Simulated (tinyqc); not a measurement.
# CMOS latch-up, two-transistor model: effects of single changes

A parasitic pnp (emitter at Vdd, base shunted by Rw) and npn (emitter at ground, base shunted by Rs) feed each other: the npn collector current flows out of the pnp base node, the pnp collector current into the npn base node. Forward-active transistors with constant gains: Icn = Isn exp(Vn/Vt), Icp = Isp (exp(Vp/Vt) - 1). A current Ii is injected into the npn base node.

Parameters, values chosen for the exercise; values close to those of bulk CMOS:
- T = 293 K (temperature)
- bn = 12.9 (current gain of the npn)
- bp = 3.5 (current gain of the pnp)
- Isn = 2.2e-15 A (saturation current of the npn at T)
- Isp = 9.3e-16 A (saturation current of the pnp at T)
- Rs = 280 ohm (substrate resistance shunting the npn)
- Rw = 1700 ohm (well resistance shunting the pnp)
- R2 = 40 ohm (resistance from the pnp collector to the npn base)
- Von = 0.68 V (base-emitter voltage in the on state)
- Vsat = 0.11 V (saturation voltage)
- Vdd = 0.9 V (supply voltage)

Constants: q = 1.602176634e-19 C, kB = 1.380649e-23 J/K, Vt = kB T/q. Results are converted to the units shown.

Each table varies one quantity; the others keep the values above.

## Effect of the well resistance shunting the pnp

Node equations: Vp/Rw + Icp/bp = Icn and Vn/Rs + Icn/bn = Icp + Ii. Loop gain G = gn gp/[(1/Rw + gp/bp)(1/Rs + gn/bn)], gn = Icn/Vt, gp = (Icp + Isp)/Vt; the off state ends where G = 1, and Ii there is the trigger current. On state with both base-emitter voltages at Von: npn base current Ib = (Von/Rs + bp Von/Rw)/(bn bp - 1), holding current Ih = (bn + 1) Ib + Von/Rs, holding voltage Vh = Vsat + Von + R2 (Ib + Von/Rs).

Effect of the well resistance shunting the pnp:
```
Rw (ohm)  Vn at trigger (V)  trigger current (mA)  Ih (mA)  Vh (V)
170                  0.7094                 2.789    7.601  0.9020
330                  0.6922                 2.599    5.464  0.8959
630                  0.6755                 2.476    4.383  0.8928
1200                 0.6591                 2.385    3.818  0.8911
2400                 0.6415                 2.304    3.505  0.8902
4600                 0.6253                 2.237    3.356  0.8898
8800                 0.6096                 2.175    3.278  0.8896
17000                0.5952                 2.117    3.237  0.8895
```

Read the table: what changes, and by how much?

As Rw goes from 170 to 17000 ohm, the trigger current falls from 2.79 to 2.12 mA, Ih falls from 7.60 to 3.24 mA and Vh falls from 0.902 to 0.889 V. Vh exceeds the supply Vdd = 0.9 V, which then cannot sustain a latched state, in 1 of the 8 rows. For Rw = 170, 330 Vn at the trigger exceeds the fixed Von of the on-state formulas, so Ih and Vh are too low there.

## Effect of the current gain of the pnp

Same model as above.

Effect of the current gain of the pnp:
```
bp     Vn at trigger (V)  trigger current (mA)  Ih (mA)  Vh (V)
0.093             0.7226                 2.527    174.1   1.381
0.19              0.6735                 2.382    26.42  0.9562
0.37              0.6555                 2.351    11.92  0.9145
0.75              0.6515                 2.345    6.801  0.8997
1.5               0.6506                 2.343    4.723  0.8937
3                 0.6503                 2.343    3.766  0.8910
6                 0.6501                 2.342    3.307  0.8897
12                0.6501                 2.342    3.082  0.8890
```

As bp goes from 0.093 to 12, the trigger current falls from 2.53 to 2.34 mA, Ih falls from 174 to 3.08 mA and Vh falls from 1.38 to 0.889 V. Vh exceeds the supply Vdd = 0.9 V, which then cannot sustain a latched state, in 3 of the 8 rows. For bp = 0.047 the product of the gains is about one or less, so there is no latched state. For bp = 0.093 the holding current passes 50 mA, where high injection lowers the gains. For bp = 0.093 Vn at the trigger exceeds the fixed Von of the on-state formulas, so Ih and Vh are too low there.

## Effect of the substrate resistance shunting the npn

Same model as above.

Result of one run:
```
Rs (ohm)  Vn at trigger (V)  trigger current (mA)  Ih (mA)  Vh (V)
390                  0.6499                 1.688    2.733  0.8626
```

What becomes of these results when the substrate resistance shunting the npn Rs is changed from 390 to 1500 ohm, all else the same?

Result of the changed run:
```
Rs (ohm)  Vn at trigger (V)  trigger current (mA)  Ih (mA)  Vh (V)
1500                 0.6490                0.4554    1.037  0.8098
```

The whole series:
```
Rs (ohm)  Vn at trigger (V)  trigger current (mA)  Ih (mA)  Vh (V)
28                   0.6550                 23.32    32.37   1.785
54                   0.6526                 12.08    17.00   1.306
100                  0.6515                 6.527    9.382   1.069
200                  0.6506                 3.272    4.911  0.9303
390                  0.6499                 1.688    2.733  0.8626
750                  0.6494                0.8882    1.633  0.8284
1500                 0.6490                0.4554    1.037  0.8098
2800                 0.6487                0.2546   0.7601  0.8012
```

As Rs goes from 28 to 2800 ohm, the trigger current falls from 23.3 to 0.255 mA, Ih falls from 32.4 to 0.760 mA and Vh falls from 1.78 to 0.801 V. Vh exceeds the supply Vdd = 0.9 V, which then cannot sustain a latched state, in 4 of the 8 rows. The trigger current goes as Rs^(-0.98): most of it flows through the shunt.

Numbers from tinyqc (`OMP_NUM_THREADS=1 python tinyqc.py 2670026 2670027 out.jsonl`; about 0.06 s on one thread of a shared Intel Xeon 2.30GHz).
